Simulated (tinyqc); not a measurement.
# Two-mode optical phonons of a ternary alloy from two coupled oscillators, step by step

A worked calculation. Computed by tinyqc, a small Python program that keeps every step. Command: `OMP_NUM_THREADS=1 python tinyqc.py 3001398 3001399 out.jsonl twomode walk`. One thread of a shared host (Intel(R) Xeon(R) Processor @ 2.30GHz), about 0.01 s of CPU time with the checks. Intermediate numbers are printed to about 7 digits and carried at full precision; extremes and crossings named in words are read from the listed rows.

An alloy A(x)B(1-x)C has an A-C and a B-C bond oscillator. Each TO frequency moves linearly from the impurity mode (dilute end) to the TO of the pure crystal; each strength is proportional to the number of bonds.

Inputs (values chosen for the exercise, modelled on GaAs(1-x)P(x), with A-C the GaP-like and B-C the GaAs-like bond):
```
quantity,value,unit
omega_TO of pure AC,368.8,1/cm
omega_LO of pure AC,403.6,1/cm
omega_TO of pure BC,268.8,1/cm
omega_LO of pure BC,289.4,1/cm
eps_inf of AC,9.22,-
eps_inf of BC,11.2,-
impurity mode of A in BC,353.5,1/cm
impurity mode of B in AC,267.7,1/cm
fraction x of A,0.9,-
damping gamma,5.6,1/cm
electron mass m*,0.087,m_0
```

Constants: e^2/(4 pi eps_0) = 14.39964548 eV angstrom; hbar^2/(2 m_0) = 3.80998212 eV angstrom^2; 1 THz = 33.35640952 1/cm; h x 1 THz = 4.135667696 meV.

## The two oscillators

omega_1 = (impurity mode of A) + x (omega_TO,AC - impurity mode of A); omega_2 = (impurity mode of B) + (1 - x)(omega_TO,BC - impurity mode of B); eps_inf = x eps_AC + (1 - x) eps_BC; strengths W_1 = x eps_AC (omega_LO,AC^2 - omega_TO,AC^2), W_2 = (1 - x) eps_BC (omega_LO,BC^2 - omega_TO,BC^2).

omega_1 (A-C, TO) = 367.27 1/cm

omega_2 (B-C, TO) = 267.81 1/cm

eps_inf = 9.418

W_1 = 223046.3 1/cm^2

W_2 = 12878.79 1/cm^2

## LO modes, coupled by the field

eps(omega) = eps_inf + W_1/(omega_1^2 - omega^2) + W_2/(omega_2^2 - omega^2) = 0 is the eigenproblem of the matrix [[omega_1^2 + W_1/eps_inf, sqrt(W_1 W_2)/eps_inf], [sqrt(W_1 W_2)/eps_inf, omega_2^2 + W_2/eps_inf]] for omega_LO^2. Uncoupled values keep the diagonal alone. eps_s = eps_inf + W_1/omega_1^2 + W_2/omega_2^2.

matrix (1/cm^2):
```
,1,2
1,158570.2,5690.8
2,5690.8,73089.7
```

lower LO mode = 269.6525 1/cm

upper LO mode = 398.6821 1/cm

uncoupled values (1/cm): [270.3510, 398.2088]

eps_s = 11.25114

The field pushes the upper mode up by 0.47 and the lower one down by 0.70 per cm; the lower LO stays between the two TO modes.

## Share of the polar coupling

The polar coupling of mode j is c_j = (u_j . sqrt(W))^2/(eps_inf^2 omega_j^2), u_j its eigenvector and omega_j here its LO frequency; the c_j add up to 1/eps_inf - 1/eps_s. Froehlich constant alpha_j = (e^2/(4 pi eps_0)) c_j k_j/(2 E_j), E_j = h c omega_j, k_j = sqrt(m* E_j/(hbar^2/(2 m_0))).

c_j, lower and upper mode: [0.001042592, 0.01625718]

share of the upper mode = 0.9397338

alpha_j, lower and upper mode: [0.006203676, 0.07955523]

The upper mode holds 94 % of the coupling, against 90 % of the ionic part of eps_s for the upper oscillator: the field moves strength to the higher mode.

## Reflectivity

With damping, each denominator is omega_j^2 - omega^2 - i gamma omega; R = |(sqrt(eps) - 1)/(sqrt(eps) + 1)|^2.

Spectrum:
```
omega (1/cm),Re eps,Im eps,R
252,14.06363,0.3231383,0.3352756
268,12.37343,8.626103,0.3691643
269,9.910305,7.332196,0.3329906
270,8.884750,5.388776,0.2944394
275,10.32387,1.224410,0.2780599
345,23.00209,1.698730,0.4297285
367,19.58619,107.5339,0.7458742
383,-9.048828,3.329799,0.8143035
399,0.1740317,0.8397453,0.1278664
407,2.069785,0.5376161,0.03929836
439,5.461883,0.1658059,0.1606711
```

## Modes across the composition range

The formulas are those given above.

Frequencies (1/cm):
```
x,"TO, A-C","TO, B-C",lower LO,upper LO,coupling share of the upper LO,eps_s
0.02,353.806,268.778,288.8451,354.6010,0.0410383,12.94708
0.10,355.030,268.690,286.7309,358.9065,0.1854739,12.80413
0.20,356.560,268.580,284.2748,364.1183,0.3330247,12.62216
0.35,358.855,268.415,280.8608,371.7035,0.5095238,12.34249
0.50,361.150,268.250,277.6614,379.1241,0.6515026,12.05493
0.65,363.445,268.085,274.5972,386.4655,0.7712152,11.75971
0.80,365.740,267.920,271.6148,393.7879,0.8759064,11.45700
0.90,367.270,267.810,269.6525,398.6821,0.9397338,11.25114
0.98,368.494,267.722,268.0901,402.6140,0.9881903,11.08415
```

The upper LO moves from 354.6 to 402.6 and the lower from 288.8 to 268.1 per cm. At each dilute end one LO-TO pair closes onto an impurity mode. The upper LO shifts by +0.49 per cm for each per cent of x near the middle, which is how Raman spectra measure composition. Its share of the polar coupling passes one half between x = 0.2 and 0.35.

Checks made by the program: generalised Lyddane-Sachs-Teller relation (relative difference below 1e-10); sum of the couplings (relative difference below 1e-10).
